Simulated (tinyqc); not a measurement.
Inside a calculation: WKB tunnelling through a gate dielectric with a two-band (Franz) dispersion. Values are carried at full precision from step to step, so a last printed digit may differ when a step is redone from the rounded ones.

Constants: hbar^2/2m0 = 3.80998211 eV angstrom^2.

Values chosen for the exercise (of the size used for HfO2 on silicon; shifted at random, so the results belong to these values and not to a real crystal): phi = 1.59 eV (barrier above the electron energy at the emitter); t = 31 angstrom (thickness); V = 1.4 V (voltage across the layer); Eg = 5.67 eV (gap of the dielectric); m = 0.17 m0 (mass at the conduction edge).

## Shape of the barrier

Field V/t (1 V/angstrom = 100 MV/cm), the end of the forbidden region x_e = min(t, phi t/V), and u there.

field = 4.52 MV/cm
x_e = 31.00 angstrom
u(x_e) = 0.190 eV

V < phi: a trapezoid, direct tunnelling through the whole layer.

## Decay constant through the layer

At depth x the conduction edge lies u(x) = phi - V x/t above the electron. Parabolic: kappa = sqrt(m u/c). Franz: kappa = sqrt(m u (1 - u/Eg)/c), which vanishes at both band edges. c = hbar^2/2m0. T = exp(-2 integral of kappa dx) over the region u > 0; no image force, no prefactor, zero transverse momentum. The region ends at x_e = min(t, phi t/V); x_e < t is the Fowler-Nordheim regime.

Nine points x = j x_e/8.

kappa (1/angstrom):
```
x (angstrom)  u (eV)  parabolic   Franz
0.000         1.5900     0.2664  0.2259
3.875         1.4150     0.2513  0.2177
7.750         1.2400     0.2352  0.2079
11.625        1.0650     0.2180  0.1965
15.500        0.8900     0.1993  0.1830
19.375        0.7150     0.1786  0.1670
23.250        0.5400     0.1552  0.1476
27.125        0.3650     0.1276  0.1234
31.000        0.1900     0.0921  0.0905
```

At the emitter the Franz value is 15.2 % below the parabolic one, the factor sqrt(1 - phi/Eg).

## The integrals by Simpson's rule

Weights 1, 4, 2, 4, 2, 4, 2, 4, 1 times a third of the spacing.

integral of kappa dx: parabolic 5.993, Franz 5.440

## The integrals in closed form

Parabolic: (2/3) sqrt(m/c) (t/V) (phi^(3/2) - u_e^(3/2)). Franz: sqrt(m/c) Eg^(3/2) (t/V) (f(phi/Eg) - f(u_e/Eg)) with f(y) = ((2y - 1) sqrt(y (1 - y)) + arcsin(sqrt y))/4. u_e = max(phi - V, 0). T = exp(-2 I).

integral of kappa dx: parabolic 5.9935, Franz 5.4405

T: parabolic 6.22e-06, Franz 1.88e-05

The two-band dispersion raises T by a factor 3.02.

## Checks

- Franz integral in closed form against adaptive quadrature: both 5.44046.

Program tinyqc; command `OMP_NUM_THREADS=1 python tinyqc.py 1480737 1480738 out.jsonl`; about 0.01 s on one thread of a shared Intel(R) Xeon(R) Processor @ 2.30GHz.
